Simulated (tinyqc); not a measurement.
# Elastic trap-assisted tunnelling through a dielectric: what changes with what

Emitter at x = 0 (Fermi level 0), collector at x = t (Fermi level -V), band edge U(x) = phi - F x, F = V/t. A trap at x has the energy E = U(x) - Et. With G(u) = (4/(3 F)) sqrt(mo/C) max(u, 0)^1.5, C = hbar^2/(2 m0): S1 = G(phi - E) - G(Et), S2 = G(Et) - G(phi - V - E), T1,2 = exp(-S1,2). The steady rate through one trap is nu T1 T2 (f1 - f2)/(T1 + T2), f1 = f(E), f2 = f(E + V), f(y) = 1/(1 + exp(y/Vt)); both contacts offer states at E.

Inputs (values chosen for the exercise); dielectric values close to those of aluminium oxide:

| symbol | value | unit | meaning |
|---|---|---|---|
| T | 300 | K | temperature |
| phi | 2.6 | eV | barrier above the emitter Fermi level |
| mo | 0.41 | m0 | tunnelling mass |
| t | 4.8 | nm | thickness |
| Et | 2.09 | eV | trap depth below the band edge of the dielectric |
| Nt | 3.9e18 | cm^-3 | trap density |
| nu | 1e13 | 1/s | attempt frequency |
| V | 2.32 | V | voltage |

Constants: q = 1.602176634e-19 C, kB = 1.380649e-23 J/K, hbar = 1.054571817e-34 J s, m0 = 9.1093837015e-31 kg, Vt = kB T/q, hbar^2/(2 m0) = 0.0380998212 eV nm^2. Results are converted to the units shown.

Each table varies one quantity; the others keep the values above.

## Current against voltage

J = q Nt times the integral of the rate over x. Direct S = (4/(3 F)) sqrt(mo/C) [phi^1.5 - max(phi - V, 0)^1.5].

Results:

| V (V) | J (A/cm^2) | x of the peak over t | larger S there | direct S |
|---|---|---|---|---|
| 0.3 | 1.18e-11 | 0.496 | 23.0 | 49.3 |
| 0.84 | 3.21e-7 | 0.490 | 23.4 | 46.4 |
| 1.39 | 2.11e-5 | 0.453 | 22.5 | 43.2 |
| 1.93 | 3.84e-5 | 0.432 | 22.1 | 39.6 |
| 2.48 | 9.37e-5 | 0.407 | 21.4 | 35.1 |
| 3.02 | 6.18e-4 | 0.371 | 20.4 | 29.1 |
| 4.11 | 0.104 | 0.174 | 15.4 | 21.4 |
| 4.66 | 0.564 | 0.151 | 13.6 | 18.9 |
| 5.2 | 2.08 | 0.133 | 12.2 | 16.9 |

Estimate the missing row, V = 3.57 V.

Computed row:

| V (V) | J (A/cm^2) | x of the peak over t | larger S there | direct S |
|---|---|---|---|---|
| 3.57 | 0.0116 | 0.205 | 17.8 | 24.7 |

With this row back in the table: J rises from 1.18e-11 to 2.08 A/cm^2, by 8.21 decades a volt between the first two rows and 1.05 between the last two. The position of the peak falls from 0.496 to 0.133 of t; only traps beyond x/t = (phi - Et)/V lie below the emitter Fermi level, with phi - Et = 0.510 eV. It jumps from 0.371 to 0.205 between V = 3.02 and 3.57 V. For V = 5.2 the field exceeds 10 MV/cm.

## Effect of the thickness at fixed voltage

Same model as above.

Results:

| t (nm) | J (A/cm^2) | x of the peak over t | larger S there | direct S |
|---|---|---|---|---|
| 2.5 | 1.90 | 0.407 | 11.4 | 19.1 |
| 3.4 | 0.0353 | 0.412 | 15.4 | 25.9 |
| 4.4 | 4.10e-4 | 0.415 | 19.9 | 33.5 |
| 5.3 | 7.37e-6 | 0.416 | 23.9 | 40.4 |
| 6.2 | 1.32e-7 | 0.417 | 27.9 | 47.3 |
| 7.1 | 2.37e-9 | 0.418 | 31.9 | 54.1 |
| 9 | 4.89e-13 | 0.419 | 40.4 | 68.6 |

Estimate the missing row, t = 8.1 nm.

Computed row:

| t (nm) | J (A/cm^2) | x of the peak over t | larger S there | direct S |
|---|---|---|---|---|
| 8.1 | 2.72e-11 | 0.419 | 36.4 | 61.8 |

With this row back in the table: J falls from 1.90 to 4.89e-13 A/cm^2, on average 1.94 decades a nanometre, against 3.31 for the direct exponent: trap-assisted leakage falls more slowly, so it gains on direct tunnelling as the layer thickens.

Range of the model: Phonon-assisted (inelastic) capture, chains of traps and a spread of trap depths are left out.

Numbers from tinyqc (`OMP_NUM_THREADS=1 python tinyqc.py 2370041 2370042 out.jsonl`; about 0.03 s on one thread of a shared Intel Xeon 2.30GHz).
